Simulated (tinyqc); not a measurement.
Heavy doping: gap narrowing, degeneracy and the minority density: one step. Two estimates of the size. Five cases, with inputs chosen for the exercise.

Task: Evaluate both at N.

F_j(eta) = (1/Gamma(j + 1)) integral_0^infinity x^j dx/(1 + exp(x - eta)), which tends to exp(eta) for eta << 0.

Two physical estimates, e2 = e^2/(4 pi eps0), N in 1/angstrom^3: exchange shift at the Fermi level, Ex = (e2/eps) kF/pi with kF = (3 pi^2 N/Mv)^(1/3); screened-pair energy (Lanyon-Tuft), Es = (3/4)(e2/eps) qs with qs^2 = (4 pi e2 N/(eps kT)) F_-1/2(eta)/F_1/2(eta).

Constants: e^2/(4 pi eps0) = 14.39964547 eV angstrom; kB = 8.617333262e-05 eV/K.

Give: kF; Ex; Es.

Case 1.

Values chosen (gap and densities of states near those of Si at this temperature; narrowing constants near the fits for Si; the results hold for these values, not for the real material): N = 2.6e+18 1/cm^3 (ionised donors, equal to the majority density); eps = 11.6 (dielectric constant); Mv = 6 (majority valleys); T = 350 K.

eta = -2.558831
dEg (empirical fit) = 49.8845 meV

Result:

kF = 0.02341 1/angstrom
Ex = 9.25 meV
Es = 33.70 meV

Against the fitted dEg = 49.9 meV, Ex is 0.19 and Es 0.68 times as large; each keeps one mechanism only, and Ex assumes a strongly degenerate gas, while here eta is only -2.56.

Case 2.

Values chosen (gap and densities of states near those of Ge at this temperature; narrowing constants of the size fitted for Si, not for this material; the results hold for these values, not for the real material): N = 7e+17 1/cm^3 (ionised donors, equal to the majority density); eps = 15.9 (dielectric constant); Mv = 4 (majority valleys); T = 450 K.

eta = -3.288095
dEg (empirical fit) = 27.8254 meV

Result:

kF = 0.01730 1/angstrom
Ex = 4.99 meV
Es = 9.67 meV

Against the fitted dEg = 27.8 meV, Ex is 0.18 and Es 0.35 times as large; each keeps one mechanism only, and Ex assumes a strongly degenerate gas, while here eta is only -3.29.

Case 3.

Values chosen (gap and densities of states near those of GaAs at this temperature; narrowing constants of the size fitted for Si, not for this material; the results hold for these values, not for the real material): N = 1e+19 1/cm^3 (ionised acceptors, equal to the majority density); eps = 13.1 (dielectric constant); Mv = 1 (majority valleys); T = 350 K.

eta = 0.164028
dEg (empirical fit) = 87.3802 meV

Result:

kF = 0.06665 1/angstrom
Ex = 23.32 meV
Es = 48.93 meV

Against the fitted dEg = 87.4 meV, Ex is 0.27 and Es 0.56 times as large; each keeps one mechanism only, and Ex assumes a strongly degenerate gas, while here eta is only 0.16.

Case 4.

Values chosen (gap and densities of states near those of Si at this temperature; narrowing constants near the fits for Si; the results hold for these values, not for the real material): N = 8.9e+17 1/cm^3 (ionised donors, equal to the majority density); eps = 11.8 (dielectric constant); Mv = 6 (majority valleys); T = 300 K.

eta = -3.338901
dEg (empirical fit) = 25.1107 meV

Result:

kF = 0.01638 1/angstrom
Ex = 6.36 meV
Es = 20.90 meV

Against the fitted dEg = 25.1 meV, Ex is 0.25 and Es 0.83 times as large; each keeps one mechanism only, and Ex assumes a strongly degenerate gas, while here eta is only -3.34.

Case 5.

Values chosen (gap and densities of states near those of GaAs at this temperature; narrowing constants of the size fitted for Si, not for this material; the results hold for these values, not for the real material): N = 7.9e+18 1/cm^3 (ionised acceptors, equal to the majority density); eps = 12.7 (dielectric constant); Mv = 1 (majority valleys); T = 450 K.

eta = -0.616689
dEg (empirical fit) = 71.9281 meV

Result:

kF = 0.06161 1/angstrom
Ex = 22.24 meV
Es = 42.53 meV

Against the fitted dEg = 71.9 meV, Ex is 0.31 and Es 0.59 times as large; each keeps one mechanism only, and Ex assumes a strongly degenerate gas, while here eta is only -0.62.

Computed by tinyqc, one run a case: `OMP_NUM_THREADS=1 python tinyqc.py N N+1 out.jsonl` with N = 1681552, 1681990, 1682054, 1682161, 1682489; one thread of a shared Intel(R) Xeon(R) Processor @ 2.30GHz, about 0.01 s a run at most.
